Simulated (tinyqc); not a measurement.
Raman shift of the zone-centre optical phonon of a diamond-structure crystal under stress: one step, computed by the program tinyqc. Command: `OMP_NUM_THREADS=1 python tinyqc.py 3007005 3007006 out.jsonl ramanstress walk`. One thread of a shared host (Intel(R) Xeon(R) Processor @ 2.30GHz), about 0.01 s of CPU time with the checks.

Axes x, y, z are the cube axes. Strain shifts the threefold optical mode and can split it; p, q and r are the phonon deformation potentials.

Problem. The line seen from a (001) surface. Backscattering from a (001) surface: incident polarisation (cos phi, sin phi, 0). With Raman tensors (R_z)_xy = (R_z)_yx = 1 and cyclic, only the z component u_z of a mode counts: I = u_z^2 sin^2(2 phi) for parallel and u_z^2 cos^2(2 phi) for crossed polarisers. An unresolved line sits at the intensity-weighted shift, which is M_zz/(2 omega_0).

Inputs (values chosen for the exercise, modelled on silicon): stress sigma (tension positive) = 2.4 GPa; polarisation angle phi = 45 degree.

Stress state: hydrostatic. Axis: none.

M/(2 omega_0) (1/cm):
```
           x          y          z
x  -13.17713    0.00000    0.00000
y    0.00000  -13.17713    0.00000
z    0.00000    0.00000  -13.17713
```

Give: total intensity, parallel; total intensity, crossed; shift of the observed line; shift per stress; stress per shift.

Solution.

total intensity, parallel = 1

total intensity, crossed = 0

shift of the observed line = -13.18 1/cm

shift per stress = -5.490 1/(cm GPa)

stress per shift = -182.1 MPa cm

The z-polarised mode is an eigenmode here, so one line is seen. Caution: this stress has components normal to the (001) face, so it cannot reach a free (001) surface; it can act on buried material.
